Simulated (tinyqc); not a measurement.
# Off-state leakage of single and stacked transistors: two studies

n-channel devices of unit width. Subthreshold current I(Vg, Vs, Vd) = I0 (T/300 K)^0.5 exp[(Vg - Vs - VT(T) - gb (Vs - Vb) + dd (Vd - Vs))/(nf Vt)] (1 - exp(-(Vd - Vs)/Vt)), VT(T) = VT - cT (T - 300 K). Gate-edge tunnelling Ig (Vd/1 V) exp(ag (Vd - 1 V)), for a gate at 0 V, and band-to-band leakage Ab u exp(-Bb/u), u = Vd - Vb + 1 V, flow at a drain held at V; both are taken as independent of T. In a stack of off transistors (all gates at 0 V) the same subthreshold current passes through each.

Parameters, values chosen for the exercise; values of the order met in bulk silicon logic transistors:

| symbol | value | unit | meaning |
|---|---|---|---|
| T | 378 | K | temperature |
| V | 1.2 | V | supply voltage |
| VT | 0.41 | V | threshold at 300 K, zero drain and body bias |
| cT | 0.9 | mV/K | fall of the threshold with temperature |
| I0 | 0.14 | uA/um | current at threshold at 300 K |
| nf | 1.33 |  | slope factor |
| dd | 0.15 |  | drain-induced lowering per volt |
| gb | 0.16 |  | rise of the threshold per volt of source-body bias |
| Ig | 6e-5 | uA/um | gate-edge tunnelling current at 1 V |
| ag | 5.5 | 1/V | exponential slope of the gate current |
| Ab | 1 | uA/(um V) | prefactor of band-to-band leakage at the drain |
| Bb | 20 | V | its exponential voltage |
| Vb | -0.6 | V | body voltage |

Constants: q = 1.602176634e-19 C, kB = 1.380649e-23 J/K, Vt = kB T/q. Results are converted to the units shown.

Each table varies one quantity; the others keep the values above.

## Subthreshold current against the height of the stack

All n gates at 0 V, bottom source at 0 V, top drain at V; node voltages follow from equal currents.

Results:

| n | I (nA/um) | reduction factor | drain voltage of the bottom device (mV) | source voltage of the top device (mV) | voltage across the top device (V) |
|---|---|---|---|---|---|
| 1 | 0.4286 | 1.000 | 1200 | 0 | 1.200 |
| 2 | 0.01010 | 42.44 | 124.0 | 124.0 | 1.076 |
| 3 | 0.004478 | 95.70 | 29.89 | 150.8 | 1.049 |
| 4 | 0.002855 | 150.1 | 16.68 | 165.7 | 1.034 |
| 6 | 0.001649 | 259.9 | 8.848 | 183.9 | 1.016 |

Estimate the missing row, n = 5.

Computed row:

| n | I (nA/um) | reduction factor | drain voltage of the bottom device (mV) | source voltage of the top device (mV) | voltage across the top device (V) |
|---|---|---|---|---|---|
| 5 | 0.002092 | 204.9 | 11.57 | 176.0 | 1.024 |

With this row back in the table: The second transistor cuts the current by a factor of 42.4, the third by a further 2.25 and the sixth by 1.27. The top device keeps 84.7 % of the supply at n = 6, while the drain voltage of the bottom one falls to 0.272 Vt.

## Leakage components against the threshold

Same model as above.

One transistor with Vg = Vs = 0, Vd = V; stack factor I(one)/I(two in series).

The same in every row: gate edge (nA/um) = 0.2163; band-to-band (nA/um) = 2.213; stack factor = 42.44.

Results:

| VT (V) | subthreshold (nA/um) | total (nA/um) | largest part |
|---|---|---|---|
| 0.15 | 173.1 | 175.6 | subthreshold |
| 0.2 | 54.60 | 57.03 | subthreshold |
| 0.25 | 17.22 | 19.65 | subthreshold |
| 0.3 | 5.429 | 7.859 | subthreshold |
| 0.4 | 0.5398 | 2.970 | band-to-band |
| 0.45 | 0.1702 | 2.600 | band-to-band |
| 0.5 | 0.05368 | 2.483 | band-to-band |
| 0.55 | 0.01693 | 2.447 | band-to-band |
| 0.6 | 0.005337 | 2.435 | band-to-band |

Estimate the missing row, VT = 0.35 V.

Computed row:

| VT (V) | subthreshold (nA/um) | total (nA/um) | largest part |
|---|---|---|---|
| 0.35 | 1.712 | 4.142 | band-to-band |

With this row back in the table: As VT goes from 0.15 to 0.6, the total leakage falls from 176 to 2.44 nA/um. The subthreshold part leads at VT = 0.15, the band-to-band part from 0.35 on. The reduction by a stack of two stays at 42.4, for the subthreshold part alone. For VT = 0.15, 0.2, 0.25 the gate is within about 3 nf Vt of threshold, where the exponential law overstates the current.

tinyqc, about 0.03 s, one thread, Intel Xeon 2.30GHz (shared host): `OMP_NUM_THREADS=1 python tinyqc.py 2242080 2242081 out.jsonl`
